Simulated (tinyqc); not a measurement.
The methods across T_c: square-lattice Ising model by mean field, Bethe lattice, transfer matrix, exact enumeration and Monte Carlo steps. Computed by tinyqc, a small Python program. Command: `OMP_NUM_THREADS=1 python tinyqc.py 3027590 3027591 out.jsonl ising walk`. One thread of a shared host (Intel(R) Xeon(R) Processor @ 2.30GHz), about 0.04 s of CPU time with the checks.

H = -J sum over nearest pairs s_i s_j, s = +-1, no field, periodic boundaries; energies per site are in J. As a lattice gas or an alloy, s marks which species holds the site.

Inputs (values chosen for the exercise, for a model lattice): coupling J = 67.2 meV; factor on the grid 1.5, 1.85, 2.1, 2.45, 2.65, 3.1, 3.6, 4.4 of k_B T/J = 0.985.

Enumerated cell: 3 x 5.

Constants: k_B = 8.617333262e-05 eV/K.

Method:
- K = J/(k_B T). Mean field: m = tanh(4 K m), u = -2 m^2. Bethe: cavity field h = 3 artanh(tanh K tanh h), m = tanh(4h/3), u = -2 (tanh K + tanh^2 h)/(1 + tanh K tanh^2 h). Exact: m = [1 - sinh(2K)^(-4)]^(1/8) below T_c; u = -coth(2K) [1 + (2/pi)(2 tanh^2(2K) - 1) K1(k)], k = 2 sinh(2K)/cosh^2(2K), K1 the complete elliptic integral of the first kind. The largest root is taken.
- Weights count x exp(-K E); N = 15; u = <E>/N, c = K^2 (<E^2> - <E>^2)/N in k_B, Binder U = 1 - <M^4>/(3 <M^2>^2).
- The grid values of k_B T/J times the given factor are rounded to 3 figures before use.

States of the 3 x 5 cell:

| E (J) | \|M\| | count |
|---|---|---|
| -30 | 15 | 2 |
| -22 | 13 | 30 |
| -18 | 3 | 10 |
| -18 | 9 | 10 |
| -18 | 11 | 60 |
| -14 | 1 | 60 |
| -14 | 5 | 60 |
| -14 | 7 | 90 |
| -14 | 9 | 150 |
| -14 | 11 | 150 |
| -10 | 1 | 180 |
| -10 | 3 | 330 |
| -10 | 5 | 276 |
| -10 | 7 | 390 |
| -10 | 9 | 450 |
| -6 | 1 | 1020 |
| -6 | 3 | 1030 |
| -6 | 5 | 1260 |
| -6 | 7 | 1140 |
| -6 | 9 | 300 |
| -2 | 1 | 3150 |
| -2 | 3 | 2850 |
| -2 | 5 | 2220 |
| -2 | 7 | 870 |
| 2 | 1 | 4170 |
| 2 | 3 | 3480 |
| 2 | 5 | 1590 |
| 2 | 7 | 240 |
| 6 | 1 | 2940 |
| 6 | 3 | 1590 |
| 6 | 5 | 540 |
| 10 | 1 | 1020 |
| 10 | 3 | 660 |
| 10 | 5 | 60 |
| 14 | 1 | 330 |
| 14 | 3 | 60 |

Order and energy:

| k_B T/J | T (K) | m mean field | m Bethe | m exact | <\|m\|> cell | u Bethe | u exact | u cell | U cell |
|---|---|---|---|---|---|---|---|---|---|
| 1.48 | 1154.1 | 0.99059 | 0.98795 | 0.98762 | 0.98479 | -1.9555 | -1.9549 | -1.9513 | 0.66313 |
| 1.82 | 1419.3 | 0.97256 | 0.95838 | 0.95364 | 0.94233 | -1.8573 | -1.8503 | -1.8372 | 0.65052 |
| 2.07 | 1614.2 | 0.95047 | 0.91313 | 0.88396 | 0.88269 | -1.7239 | -1.6897 | -1.6918 | 0.62936 |
| 2.41 | 1879.4 | 0.90574 | 0.78940 | 0.00000 | 0.77264 | -1.4233 | -1.1929 | -1.4393 | 0.58064 |
| 2.61 | 2035.3 | 0.87010 | 0.64941 | 0.00000 | 0.70489 | -1.1621 | -1.0213 | -1.2885 | 0.54332 |
| 3.05 | 2378.5 | 0.76048 | 0.00000 | 0.00000 | 0.57811 | -0.6332 | -0.7978 | -1.0088 | 0.45351 |
| 3.55 | 2768.4 | 0.55429 | 0.00000 | 0.00000 | 0.48090 | -0.5489 | -0.6480 | -0.7911 | 0.36188 |
| 4.33 | 3376.6 | 0.00000 | 0.00000 | 0.00000 | 0.39509 | -0.4539 | -0.5063 | -0.5889 | 0.26251 |

What follows from these numbers?

At k_B T/J = 1.48 all values of m agree within 0.006. At 2.41 the exact m is 0 while Bethe gives 0.79, mean field 0.91 and the cell 0.77: neglect of fluctuations raises T_c, and a finite cell rounds the transition. U falls from 0.663 (2/3 when ordered) to 0.263 (0 for a large disordered system).
